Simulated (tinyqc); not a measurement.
# MOS inversion layer, Poisson-Schroedinger loop: mixing schemes compared

Electrons confined at an insulator interface at z = 0, treated as a hard wall; parabolic valleys, Hartree approximation, no image or exchange terms. The depletion charge lies far deeper than the electrons and gives a uniform field q Nd/(eps0 eps_r); the gate balances all charge. Energies are counted from the band edge at the interface.

V0 = q Nd z/(eps0 eps_r) in eV.

Tridiagonal Hamiltonian with psi = 0 one step beyond both ends: H_ii = C (1/m_(i-1/2) + 1/m_(i+1/2))/hz^2 + V0_i + U_i (+ dE for the set B), H_(i,i+1) = -C/(m_(i+1/2) hz^2), C = hbar^2/(2 m0). The lowest 2 level(s) of each valley set are kept, normalised to hz sum |psi|^2 = 1. The mass is the same on all intervals.

Level k holds N_k = D_k Vt ln(1 + exp((EF - E_k)/Vt)) with D = md1 m0 q/(pi hbar^2) for the set A, D = 3 md2 m0 q/(pi hbar^2) for the set B per eV (spin included); EF is fixed by sum N_k = Ns.

n_i = sum_k N_k |psi_k|^2 (converted to cm^-3). Hartree part by Gauss: on the interval before node i the electrons still beyond are S_i = Ns - hz sum_(j<i) n_j, and U_i = U_(i-1) + q S_i hz/(eps0 eps_r) in eV, U_0 = 0 at the interface. Mixing: U(new) = U + a (U(out) - U).

Rounds from U = 0 until the largest |U(out) - U| is below 1e-7 eV (the round that meets it is counted). Anderson mixing of depth m keeps the last m inputs V and residuals F = V(out) - V(in), fits c by least squares to F = dF c over their successive differences dF, dV, and sets V(new) = V + a F - (dV + a dF) c.

Parameters, values chosen for the exercise; masses and permittivity close to those of germanium (111):

| symbol | value | unit | meaning |
|---|---|---|---|
| T | 77 | K | temperature |
| eps_r | 16.2 |  | relative permittivity |
| mz1 | 1.62 | m0 | mass along z of valley set A (1 valley(s)) |
| md1 | 0.0805 | m0 | in-plane density-of-states mass of set A |
| mz2 | 0.0912 | m0 | mass along z of valley set B (3 valley(s)) |
| md2 | 0.336 | m0 | in-plane density-of-states mass of set B |
| Ns | 1.5e12 | cm^-2 | sheet density of electrons |
| Nd | 1.2e12 | cm^-2 | sheet density of depletion charge |
| dE | 0 | eV | extra shift of set B (strain) |
| hz | 1.3 | nm | mesh step |

Constants: q = 1.602176634e-19 C, kB = 1.380649e-23 J/K, hbar = 1.054571817e-34 J s, m0 = 9.1093837015e-31 kg, Vt = kB T/q, eps0 = 8.8541878128e-14 F/cm where lengths are in cm, hbar^2/(2 m0) = 0.0380998212 eV nm^2. Results are converted to the units shown.

| node | z (nm) |
|---|---|
| 1 | 1.3 |
| 2 | 2.6 |
| 3 | 3.9 |
| 4 | 5.2 |
| 5 | 6.5 |
| 6 | 7.8 |
| 7 | 9.1 |
| 8 | 10.4 |
| 9 | 11.7 |
| 10 | 13 |
| 11 | 14.3 |
| 12 | 15.6 |
| 13 | 16.9 |
| 14 | 18.2 |
| 15 | 19.5 |
| 16 | 20.8 |

Rounds needed:

| a | depth m | rounds |
|---|---|---|
| 1 | plain | 11 |
| 0.8 | plain | 9 |
| 0.6 | plain | 15 |
| 0.4 | plain | 26 |
| 0.2 | plain | 57 |
| 0.1 | plain | 118 |
| 0.5 | 2 | 10 |
| 0.5 | 4 | 7 |
| 0.5 | 8 | 6 |

What do the numbers show?

Among the plain runs a = 0.8 is fastest, with 9 rounds; larger factors overshoot and smaller ones creep. Anderson mixing needs 6 to 10 rounds.

tinyqc, about 1 s, one thread, Intel Xeon 2.30GHz (shared host): `OMP_NUM_THREADS=1 python tinyqc.py 2160122 2160123 out.jsonl`
